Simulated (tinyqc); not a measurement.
Chemically amplified photoresist: aerial image, acid generation, bake, development and line width: one step, computed by the program tinyqc.

Lines and spaces of pitch p with a two-beam-like image; x = 0 is the middle of the bright space. The resist is positive and treated as uniform in depth.

Problem. Acid image and its blur. Dose E(x) = E [1 + c cos(2 pi x/p)]; acid h = 1 - exp(-C E(x)). Bake: the acid image is blurred by a Gaussian of variance sigma^2 = 2 D t (each Fourier term k of h, taken on 64 points, is multiplied by exp(-4 pi^2 k^2 D t/p^2)). Cosine coefficients: h(x) = sum_k h_k cos(2 pi k x/p).

Inputs (values chosen for the exercise, for a model resist at 193 nm):

| quantity | value | unit |
|---|---|---|
| pitch p | 130 | nm |
| image contrast c | 0.5 | - |
| mean dose E | 15.5 | mJ/cm^2 |
| Dill parameter C | 0.015 | cm^2/mJ |
| acid diffusivity D | 1.3 | nm^2/s |
| bake time t | 45 | s |

Give: diffusion length sigma = sqrt(2 D t); h_0 to h_4 before the bake; h_0 to h_4 after the blur; blur factor of the first harmonic.

Solution.

diffusion length sigma = sqrt(2 D t) = 10.82 nm

h_0 to h_4 before the bake: 0.2048  0.0923  -0.0027  0.0001  0.0000

h_0 to h_4 after the blur: 0.2048  0.0805  -0.0016  0.0000  0.0000

blur factor of the first harmonic = 0.8723

sigma/p = 0.083; the blur keeps 87 % of the modulation.
